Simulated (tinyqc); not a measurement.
Ion implantation: universal nuclear stopping, Lindhard-Scharff electronic stopping and a Gaussian range profile: one step, computed by the program tinyqc.

An ion slows by elastic collisions with screened nuclei and by friction with electrons; channelling is ignored and the target is uniform.

Task: Gaussian profile. C(x) = C_p exp(-(x - R_p)^2/(2 dR_p^2)) with C_p = Q/(sqrt(2 pi) dR_p), 1 nm = 1e-7 cm; the profile falls to the background at x_j = R_p + dR_p sqrt(2 ln(C_p/C_B)); the peak atomic fraction is C_p/N.

Inputs (values chosen for the exercise, modelled on carbon ions in diamond): target density N = 176.3 1/nm^3; dose Q = 2.4e+15 1/cm^2; background C_B = 1.4e+15 1/cm^3.

straggle dR_p = 9.023107 nm

projected range R_p = 27.06932 nm

Give: peak concentration C_p; depth x_j where C falls to C_B; peak atomic fraction.

Result:

peak concentration C_p = 1.061e+21 1/cm^3

Depth x_j where C falls to C_B = 74.02 nm

peak atomic fraction = 0.006019
